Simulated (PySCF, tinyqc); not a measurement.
G0W0 on RHF in the 3-21g basis, for H3+, spin multiplicity 1, step by step. The lowest restricted solution is unstable here: a spin-polarised one lies 0.0001 hartree lower (PySCF). One step of it, computed by the program tinyqc.

Problem. Screening: direct RPA. With D = e_a - e_i and K = (ia|jb): diagonalise D^(1/2) (D + 4K) D^(1/2) = Z w^2 Z^T; X + Y = D^(1/2) Z w^(-1/2), each column of Z with its largest component positive (the first on a tie); E_c = (sum w - tr (D + 2K)) / 2.

orbital energies (hartree): MO1 -0.939752, MO2 -0.377898, MO3 -0.038259, MO4 0.707720, MO5 0.813703, MO6 0.964006

Two-electron integrals over orbitals (pq|rs), unique and non-zero (hartree):
```
(11|11) 0.544994    (21|11) -0.002137   (21|21) 0.121783    (22|11) 0.432416
(22|21) 0.002417    (22|22) 0.442578    (31|11) 0.081559    (31|21) 0.000511
(31|22) -0.014856   (31|31) 0.077979    (32|11) 0.000956    (32|21) -0.094720
(32|22) -0.002272   (32|31) -0.000982   (32|32) 0.100691    (33|11) 0.416724
(33|21) -0.001899   (33|22) 0.379961    (33|31) 0.027562    (33|32) 0.001680
(33|33) 0.373480    (41|11) 0.070578    (41|21) -0.000830   (41|22) 0.074762
(41|31) -0.006451   (41|32) 0.000302    (41|33) 0.045455    (41|41) 0.052601
(42|11) -0.000860   (42|21) 0.067435    (42|22) 0.001907    (42|31) 0.000048
(42|32) -0.047035   (42|33) -0.000468   (42|41) -0.000284   (42|42) 0.072808
(43|11) -0.042265   (43|21) -0.000159   (43|22) -0.049318   (43|31) 0.006128
(43|32) 0.000142    (43|33) -0.024902   (43|41) -0.021559   (43|42) -0.000042
(43|43) 0.028614    (44|11) 0.441538    (44|21) -0.000671   (44|22) 0.429560
(44|31) 0.002445    (44|32) 0.000337    (44|33) 0.370491    (44|41) 0.078594
(44|42) 0.000318    (44|43) -0.057496   (44|44) 0.445015    (51|11) 0.003024
(51|21) -0.053665   (51|22) -0.000906   (51|31) 0.001304    (51|32) 0.036672
(51|33) 0.001777    (51|41) 0.000974    (51|42) -0.056996   (51|43) 0.000356
(51|44) 0.000463    (51|51) 0.045365    (52|11) -0.090651   (52|21) -0.001688
(52|22) -0.099927   (52|31) 0.011685    (52|32) 0.001020    (52|33) -0.052949
(52|41) -0.059769   (52|42) -0.002255   (52|43) 0.040573    (52|44) -0.111990
(52|51) 0.001489    (52|52) 0.082798    (53|11) 0.002857    (53|21) 0.018095
(53|22) 0.001543    (53|31) 0.001432    (53|32) -0.001895   (53|33) 0.001669
(53|41) 0.000626    (53|42) 0.037159    (53|43) 0.000178    (53|44) 0.001558
(53|51) -0.027784   (53|52) -0.001847   (53|53) 0.030267    (54|11) 0.002695
(54|21) -0.148233   (54|22) -0.004421   (54|31) 0.000564    (54|32) 0.124123
(54|33) 0.002123    (54|41) 0.000045    (54|42) -0.098981   (54|43) 0.000560
(54|44) -0.000459   (54|51) 0.078648    (54|52) 0.003640    (54|53) -0.030229
(54|54) 0.208864    (55|11) 0.415267    (55|21) 0.004532    (55|22) 0.434723
(55|31) -0.021744   (55|32) -0.004261   (55|33) 0.364297    (55|41) 0.086896
(55|42) 0.003958    (55|43) -0.057263   (55|44) 0.443568    (55|51) -0.002702
(55|52) -0.118116   (55|53) 0.001979    (55|54) -0.008461   (55|55) 0.455185
(61|11) -0.075497   (61|21) -0.001313   (61|22) 0.006067    (61|31) -0.064452
(61|32) 0.001682    (61|33) -0.040525   (61|41) -0.009341   (61|42) -0.001513
(61|43) -0.021959   (61|44) 0.002341    (61|51) -0.001126   (61|52) -0.012933
(61|53) -0.002791   (61|54) 0.001328    (61|55) 0.016927    (61|61) 0.095168
(62|11) -0.002037   (62|21) 0.041647    (62|22) -0.001927   (62|31) 0.001365
(62|32) -0.025777   (62|33) -0.001492   (62|41) -0.001881   (62|42) 0.036824
(62|43) 0.001310    (62|44) -0.003033   (62|51) -0.028771   (62|52) 0.001171
(62|53) 0.021189    (62|54) -0.057298   (62|55) -0.001672   (62|61) -0.002081
(62|62) 0.025256    (63|11) -0.127514   (63|21) 0.001855    (63|22) -0.058928
(63|31) -0.050636   (63|32) -0.000542   (63|33) -0.064607   (63|41) -0.038679
(63|42) 0.001798    (63|43) 0.008596    (63|44) -0.070480   (63|51) -0.003278
(63|52) 0.037894    (63|53) -0.000942   (63|54) -0.002702   (63|55) -0.057002
(63|61) 0.067035    (63|62) 0.001407    (63|63) 0.081850    (64|11) -0.028247
(64|21) -0.004386   (64|22) 0.036724    (64|31) -0.053661   (64|32) 0.004100
(64|33) -0.003101   (64|41) 0.024931    (64|42) -0.002805   (64|43) -0.015049
(64|44) 0.030691    (64|51) 0.001449    (64|52) -0.034263   (64|53) -0.001743
(64|54) 0.004972    (64|55) 0.052707    (64|61) 0.045982    (64|62) -0.003340
(64|63) 0.023481    (64|64) 0.053705    (65|11) -0.002717   (65|21) -0.065831
(65|22) 0.000159    (65|31) -0.004736   (65|32) 0.060968    (65|33) -0.000340
(65|41) 0.001145    (65|42) -0.047786   (65|43) -0.001192   (65|44) 0.001615
(65|51) 0.038250    (65|52) -0.000696   (65|53) -0.011926   (65|54) 0.095890
(65|55) -0.000626   (65|61) 0.005965    (65|62) -0.023839   (65|63) 0.002075
(65|64) 0.006766    (65|65) 0.048907    (66|11) 0.554263    (66|21) -0.005950
(66|22) 0.394583    (66|31) 0.123021    (66|32) 0.004010    (66|33) 0.423592
(66|41) 0.071216    (66|42) -0.003810   (66|43) -0.021843   (66|44) 0.416083
(66|51) 0.007014    (66|52) -0.070260   (66|53) 0.003297    (66|54) 0.009149
(66|55) 0.379939    (66|61) -0.144188   (66|62) -0.002269   (66|63) -0.166934
(66|64) -0.068573   (66|65) -0.003813   (66|66) 0.650741
```

Give: D^(1/2) (D + 4K) D^(1/2); excitation energies w; X + Y; RPA correlation energy.

Solution.

D^(1/2) (D + 4K) D^(1/2) (hartree^2):
```
         1>2      1>3      1>4      1>5      1>6
1>2   0.5894   0.0015  -0.0032  -0.2131  -0.0054
1>3   0.0015   1.0939  -0.0314   0.0066  -0.3377
1>4  -0.0032  -0.0314   3.0608   0.0066  -0.0662
1>5  -0.2131   0.0066   0.0066   3.3928  -0.0082
1>6  -0.0054  -0.3377  -0.0662  -0.0082   4.3490
```

excitation energies w (hartree): 0.7571  1.0288  1.7488  1.8463  2.0944

X + Y:
```
           1        2        3        4        5
1>2   0.8590   0.0021   0.0001  -0.0416  -0.0005
1>3  -0.0030   0.9310  -0.0171   0.0008  -0.0666
1>4   0.0016   0.0241   0.9692   0.0167  -0.0419
1>5   0.1147  -0.0029  -0.0181   0.9716  -0.0083
1>6   0.0022   0.1394   0.0468   0.0101   0.9474
```

RPA correlation energy = -0.039120 hartree
